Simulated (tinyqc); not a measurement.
What a measurement delay does to the time exponent: bias-temperature instability from a Gaussian distribution of capture and emission barriers. Computed by tinyqc, a small Python program. Command: `OMP_NUM_THREADS=1 python tinyqc.py 3020931 3020932 out.jsonl bti walk`. One thread of a shared host (Intel(R) Xeon(R) Processor @ 2.30GHz), about 0.01 s of CPU time with the checks.

Each trap has a capture time tau_0 exp(E_c/(k_B T)) under stress and an emission time tau_0 exp(E_e/(k_B T)) after it. E_c is Gaussian, and E_e = E_c + d with d Gaussian and independent. A trap counts as filled once t_s exceeds its capture time and as emptied once t_r exceeds its emission time.

Inputs (values chosen for the exercise, for a model p-channel transistor):

| quantity | value | unit |
|---|---|---|
| shift with all traps filled V_max | 300 | mV |
| mean capture barrier at zero field mu_c | 1.64 | eV |
| spread of capture barriers sigma_c | 0.22 | eV |
| lowering of mu_c per field k_F | 0.033 | eV/(MV/cm) |
| oxide field F | 4.1 | MV/cm |
| mean of E_e - E_c at the stress field, delta | -0.095 | eV |
| spread of E_e - E_c, sigma_d | 0.22 | eV |
| time constant tau_0 | 1e-11 | s |
| temperature T | 25 | C |
| stress time t_s | 1000 | s |

Constants: k_B = 8.617333262e-05 eV/K.

Method:
- Demarcation energies E_s = k_B T ln(t_s/tau_0), E_r = k_B T ln(t_r/tau_0); mean barrier mu = mu_c - k_F F; z = (E_s - mu)/sigma_c; Phi is the standard normal distribution.
- Temperatures in kelvin are T(C) + 273.15.
- Shift without recovery dV0 = V_max Phi(z); local time exponent n = d ln dV0/d ln t_s = (k_B T/sigma_c) exp(-z^2/2)/(sqrt(2 pi) Phi(z)); apparent activation energy n E_s.
- Remaining shift dV = V_max int_(-infinity)^(E_s) g(E_c) [1 - Phi((E_r - E_c - delta)/sigma_d)] dE_c, g the Gaussian density of E_c (Gauss-Legendre, 120 points over 7 sigma_c below E_s).
- Columns: no delay, and delays of 1 us, 1 ms and 1 s.

mean barrier mu = 1.5047 eV

Shift (mV):

| t_s (s) | no delay | 1 us | 1 ms | 1 s |
|---|---|---|---|---|
| 1.00e+00 | 1.5567e-02 | 1.2821e-02 | 8.6697e-03 | 4.0323e-03 |
| 1.00e+01 | 4.5459e-02 | 3.9991e-02 | 2.9652e-02 | 1.5746e-02 |
| 1.00e+02 | 1.2397e-01 | 1.1421e-01 | 9.1456e-02 | 5.4760e-02 |
| 1.00e+03 | 3.1590e-01 | 3.0021e-01 | 2.5577e-01 | 1.7032e-01 |
| 1.00e+04 | 7.5252e-01 | 7.2965e-01 | 6.5230e-01 | 4.7609e-01 |
| 1.00e+05 | 1.6769e+00 | 1.6464e+00 | 1.5256e+00 | 1.2024e+00 |
| 1.00e+06 | 3.4981e+00 | 3.4607e+00 | 3.2899e+00 | 2.7597e+00 |
| 1.00e+07 | 6.8374e+00 | 6.7944e+00 | 6.5738e+00 | 5.7898e+00 |

Between 10 and 1000 s the apparent exponent is 0.421 without delay, 0.438 at 1 us, 0.468 at 1 ms and 0.517 at 1 s: a slow measurement loses more of a short stress than of a long one, which steepens the curve. Without delay the exponent falls from 0.465 to 0.291 over the table, so the growth is not a true power law. Caution: step-function filling and one Gaussian population are simplifications; real devices show several populations.
